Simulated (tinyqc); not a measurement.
Resistance of a tapered via with liner, size effect and interface: one step of the calculation.

A round via whose diameter grows from db at the bottom as D(z) = db + 2 z/tan(ang). The fill, of diameter D - 2 tl, starts above the bottom liner (thickness fb tl) and has rho = rho0 (1 + ks lam/(D - 2 tl)); the sidewall liner conducts in parallel with it. The bottom liner and the interface are crossed over the full area pi db^2/4. Spreading in the lines above and below is left out.

Task. Slices of the via. Slices between z0 = fb tl and hv, evaluated at their midpoints: conductance per length pi/4 [(D - 2 tl)^2/rho + (D^2 - (D - 2 tl)^2)/rl], slice resistance = slice height over that. 10 slices.

Parameters, values chosen for the exercise; fill metal close to tungsten: diameter at the bottom db = 30 nm; height hv = 110 nm; sidewall angle ang = 87 degrees; bulk resistivity of the fill rho0 = 5.42 uohm cm; mean free path of the fill lam = 15.9 nm; size-effect factor ks = 1.2; liner on the sidewall tl = 3.5 nm; liner at the bottom over that on the sidewall fb = 1; resistivity of the liner rl = 220 uohm cm.

Find: z; D; rho; slice resistance.

Result.

```
slice  z (nm)  D (nm)  rho (uohm cm)  slice resistance (ohm)
0      8.8250  30.925         9.7424                  2.2414
1      19.475  32.041         9.5497                  2.0095
2      30.125  33.158         9.3735                  1.8108
3      40.775  34.274         9.2117                  1.6395
4      51.425  35.390         9.0626                  1.4907
5      62.075  36.506         8.9248                  1.3607
6      72.725  37.623         8.7970                  1.2467
7      83.375  38.739         8.6783                  1.1460
8      94.025  39.855         8.5675                  1.0568
9      104.67  40.972         8.4641                 0.97742
```

Program tinyqc, `OMP_NUM_THREADS=1 python tinyqc.py 2750065 2750066 out.jsonl`; Intel Xeon 2.30GHz, shared host, one thread, about 0.01 s.
